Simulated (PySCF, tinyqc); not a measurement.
CISD on RHF in the sto-3g basis, for H3+, spin multiplicity 1, step by step. The lowest restricted solution is unstable here: a spin-polarised one lies 0.0002 hartree lower (PySCF). One step of it, computed by the program tinyqc.

Problem. CISD: roots. Diagonalise (each vector has its largest component positive (the first on a tie)); all determinants have Ms = 0, so triplets appear too. The lowest singlet root is the correlation energy.

Occupation strings over the orbitals (2 doubly, a alpha, b beta, 0 empty; spin orbitals ordered 1a 1b 2a 2b ...): 200 ab0 a0b ba0 b0a 020 0ab 0ba 002

H - E(HF) between determinants (hartree):
```
,200,ab0,a0b,ba0,b0a,020,0ab,0ba,002
200,0.000000,0.000000,0.000000,0.000000,0.000000,0.155177,0.000000,0.000000,0.155192
ab0,0.000000,0.297452,0.000000,-0.155177,0.000000,0.113762,-0.010128,0.010129,-0.113675
a0b,0.000000,0.000000,0.297619,0.000000,-0.155192,-0.010128,-0.113665,0.113675,0.010120
ba0,0.000000,-0.155177,0.000000,0.297452,0.000000,-0.113762,0.010129,-0.010128,0.113675
b0a,0.000000,0.000000,-0.155192,0.000000,0.297619,0.010128,0.113675,-0.113665,-0.010120
020,0.155177,0.113762,-0.010128,-0.113762,0.010128,0.696230,-0.000006,0.000006,0.087543
0ab,0.000000,-0.010128,-0.113665,0.010129,0.113675,-0.000006,0.521105,-0.087543,0.000006
0ba,0.000000,0.010129,0.113675,-0.010128,-0.113665,0.000006,-0.087543,0.521105,-0.000006
002,0.155192,-0.113675,0.010120,0.113675,-0.010120,0.087543,0.000006,-0.000006,0.696431
```

Give: lowest roots of this matrix, relative to E(HF); lowest vectors; <S^2> of these roots; weight of the ground state by excitation level 0, 1, 2, ....

Solution.

lowest roots of this matrix, relative to E(HF) (hartree): -0.057  0.142  0.142  0.289  0.290  0.434  0.772  0.772

lowest vectors:
```
,root 1,root 2,root 3,root 4
200,0.968,0.000,0.000,0.000
ab0,0.000,0.707,0.000,0.575
a0b,0.000,0.000,0.707,0.000
ba0,0.000,0.707,0.000,-0.575
b0a,0.000,0.000,0.707,0.000
020,-0.179,0.000,0.000,-0.410
0ab,0.000,0.000,0.000,0.036
0ba,0.000,0.000,0.000,-0.036
002,-0.178,0.000,0.000,0.409
```

<S^2> of these roots: 0.000  2.000  2.000  0.000  0.000  2.000  0.000  0.000

weight of the ground state by excitation level 0, 1, 2, ...: 0.936  0.000  0.064
